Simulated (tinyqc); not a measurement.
Worked calculation: minority-electron transport through the base of a bipolar transistor (Moll-Ross and Kroemer integrals). Computed by tinyqc, a small Python program that keeps every step. Command: `OMP_NUM_THREADS=1 python tinyqc.py 3031993 3031994 out.jsonl base walk`. One thread of a shared host (Intel(R) Xeon(R) Processor @ 2.30GHz), about 0.01 s of CPU time with the checks. Intermediate numbers are printed to about 6 digits and carried at full precision; extremes and crossings named in words are read from the listed rows.

Low injection, one dimension, x from the emitter edge (0) to the collector edge (W), s = x/W. Recombination is treated as a small correction (valid for tau_B well below tau_n), computed from the stored charge.

Inputs (values chosen for the exercise, modelled on InP):
```
quantity,value,unit
intrinsic density n_i at the emitter edge,1.4e+07,1/cm^3
base doping at the emitter edge N_0,7.3e+18,1/cm^3
base width W,140,nm
mu_min,490,cm^2/(V s)
mu_max,4610,cm^2/(V s)
N_ref,2.2e+17,1/cm^3
saturation velocity v_s,0.85,1e7 cm/s
electron lifetime tau_n,0.94,ns
emitter Gummel number G_E,3.8e+12,s/cm^4
base-emitter voltage V_BE,0.92,V
temperature T,300,K
doping ratio N_0/N(W),30,-
gap narrowing across the base dE_g,39,meV
```

Base doping profile: exponential. Gap grading: linear. Exit of the base: saturation velocity.

Constants: k_B = 8.617333262e-05 eV/K; e = 1.602176634e-19 C.

## Profile and built-in field

N(x) = N_0 (ratio)^(-s); n_i(x)^2 = n_i^2 exp(s dE_g/k_B T); D(x) = (k_B T/e) mu, mu = mu_min + (mu_max - mu_min)/(1 + (N/N_ref)^0.7). Field that drives electrons towards the collector, averaged over the base: (k_B T/e) ln[N_0 n_i(W)^2/(N(W) n_i^2)]/W.

Across the base:
```
s,N (1/cm^3),n_i(x)^2/n_i^2,D (cm^2/s),y (s/cm^5)
0.0,7.30000e+18,1.00000,21.1176,3.45683e+17
0.2,3.69742e+18,1.35218,25.6434,1.06632e+17
0.4,1.87273e+18,1.82839,32.1125,3.18957e+16
0.6,9.48528e+17,2.47231,40.8355,9.39527e+15
0.8,4.80425e+17,3.34300,51.7166,2.77881e+15
1.0,2.43333e+17,4.52034,64.0445,8.40522e+14
```

drift factor eta (potential drop in k_B T/e) = 4.90978

mean built-in field = 9.06627 kV/cm

## Collector current and transit time

With y(x) = N n_i^2/(D n_i(x)^2): base Gummel number G_B = int_0^W y dx + N(W) n_i^2/(v_s n_i(W)^2); J_C = e n_i^2 exp(e V_BE/k_B T)/G_B; n(x) = (J_C/e)(n_i(x)^2/(N n_i^2)) [int_x^W y dx + the same exit term]; transit time tau_B = (e/J_C) int n dx; trapezoid rule on 401 even points.

base Gummel number G_B = 8.22167e+11 s/cm^4

collector current density J_C = 0.108975 A/cm^2

base transit time tau_B = 1.17210 ps

share of the exit term in G_B = 0.770285 %

mean velocity W/tau_B = 1.19443 1e7 cm/s

Plain diffusion with the D of the emitter edge would take W^2/(2D) = 4.64 ps, 3.96 times the result. Caution: the mean velocity exceeds v_s, so drift-diffusion with a low-field mobility overstates the speed.

## Gain and speed

Emitter-limited gain beta_E = G_E/G_B; recombination-limited gain beta_R = tau_n/tau_B; 1/beta = 1/beta_E + 1/beta_R; f_T from the base alone = 1/(2 pi tau_B).

beta_E = 4.62193

beta_R = 801.978

current gain beta = 4.59545

f_T from the base alone = 135.786 GHz

The gain is limited mainly by hole injection into the emitter (99 % of the base current).

## What grading buys

The formulas are those given above.

The same base with other gradings:
```
dE_g (meV),dE_g/k_B T,G_B (s/cm^4),J_C gain,tau_B (ps),speed gain
0,0.0000,1.10842e+12,1.00000,1.53056,1.00000
25,0.9670,9.06006e+11,1.22341,1.28060,1.19519
50,1.9341,7.66585e+11,1.44591,1.09861,1.39318
75,2.9011,6.64804e+11,1.66728,0.96101,1.59265
100,3.8682,5.87118e+11,1.88790,0.85367,1.79291
150,5.8023,4.76068e+11,2.32827,0.69743,2.19457
200,7.7363,4.00342e+11,2.76867,0.58937,2.59693
300,11.6045,3.03625e+11,3.65061,0.44983,3.40252
```

At 100 meV J_C rises by a factor 1.89 and the transit is 1.79 times faster; at 300 meV the factors are 3.65 and 3.40. For a uniform base without exit term both tend to be linear in dE_g/k_B T, J_C as x/(1 - exp(-x)) and the speed as x/2. From 0 meV on the mean velocity W/tau_B exceeds v_s, so those speed gains are overstated.

Checks made by the program: Gummel integral against a 60-point Gauss rule (relative difference 3e-06).
